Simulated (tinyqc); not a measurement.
Inverter chain driving a load.

N inverters, each f = Hc^(1/N) times larger than the one before: delay tau N (f + pp). Switched capacitance in units of the first input, with output capacitance pp times the input: Hc + (1 + pp)(Hc - 1)/(f - 1).

Values chosen for this exercise:

| symbol | value | unit | meaning |
|---|---|---|---|
| Hc | 570 |  | load over the input capacitance of the chain |
| pp | 1 |  | parasitic delay of an inverter |
| tau | 6.8 | ps | delay unit |

Inverter chain driving a load:

| N | f | delay (ps) | switched capacitance |
|---|---|---|---|
| 2 | 23.87 | 338.3 | 619.7 |
| 3 | 8.291 | 189.5 | 726.1 |
| 4 | 4.886 | 160.1 | 862.8 |
| 5 | 3.558 | 155.0 | 1015 |
| 6 | 2.879 | 158.3 | 1175 |
| 7 | 2.476 | 165.4 | 1341 |
| 8 | 2.210 | 174.6 | 1510 |
| 9 | 2.024 | 185.1 | 1681 |

What does the table show?

The delay goes from 338 through a minimum of 155 (at N = 5 among the rows listed) to 185 ps. The best stage effort solves pp + rho (1 - ln rho) = 0, rho = 3.59, which gives N = ln Hc/ln rho = 4.96. One stage fewer than the best costs 3.3 % in delay and saves 15 % of the switched capacitance.

Numbers from tinyqc (`OMP_NUM_THREADS=1 python tinyqc.py 2082051 2082052 out.jsonl`; about 0.01 s on one thread of a shared Intel Xeon 2.30GHz).
